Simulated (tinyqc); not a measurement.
Free and trapped electrons in a MOS channel with a dense trap tail: one step of the calculation.

p-type body, charge-sheet picture, full ionisation (an idealisation for deep acceptors), Boltzmann statistics for free electrons. e = Ec - EF at the surface. Acceptor-like traps of density D(E) = D0 + De exp(-E/Ew) at depth E below Ec, from 0 to Eu, hold n_t = integral of D(E)/(1 + exp((e - E)/Vt)). psi = Eg - Vt ln(Nv/Na) - e; N_dep = sqrt(2 eps0 eps_r Na (psi - Vt)/q); n_f = sqrt(N_dep^2 + 2 eps0 eps_r Vt Nc exp(-e/Vt)/q) - N_dep; Vg = Vfb + psi + q (N_dep + n_t + n_f)/Cox, Cox = eps0 eox/tox.

Question. Trapped charge. Trapezoid rule on 13 equal steps from 0 to Eu, f = 1/(1 + exp((e - E)/Vt)).

Inputs (values chosen for the exercise); band and dielectric values close to those of 4H silicon carbide:
- T = 300 K (temperature)
- D0 = 1.7e10 cm^-2 eV^-1 (constant background density of acceptor-like traps)
- De = 7.8e12 cm^-2 eV^-1 (density of the tail at the conduction edge)
- Ew = 0.07 eV (decay energy of the tail)
- Eu = 0.79 eV (depth below Ec down to which the traps reach)
- e = 0.084 eV (Ec - EF at the surface)

Constants: q = 1.602176634e-19 C, kB = 1.380649e-23 J/K, Vt = kB T/q. Results are converted to the units shown.

Give: E; D(E) f; n_t.

Answer.

E, point 0 to 13 (eV): [0, 0.060769, 0.12154, 0.18231, 0.24308, 0.30385, 0.36462, 0.42538, 0.48615, 0.54692, 0.60769, 0.66846, 0.72923, 0.79000]
D(E) f, point 0 to 13 (cm^-2 eV^-1): [2.9199e11, 9.5219e11, 1.1273e12, 5.8083e11, 2.5855e11, 1.1859e11, 5.9651e10, 3.4903e10, 2.4514e10, 2.0154e10, 1.8324e10, 1.7556e10, 1.7233e10, 1.7098e10]
n_t = 2.0566e11 cm^-2

Computed by the program tinyqc: `OMP_NUM_THREADS=1 python tinyqc.py 2222116 2222117 out.jsonl`, one thread of a shared Intel Xeon 2.30GHz, about 0.02 s for the whole run.
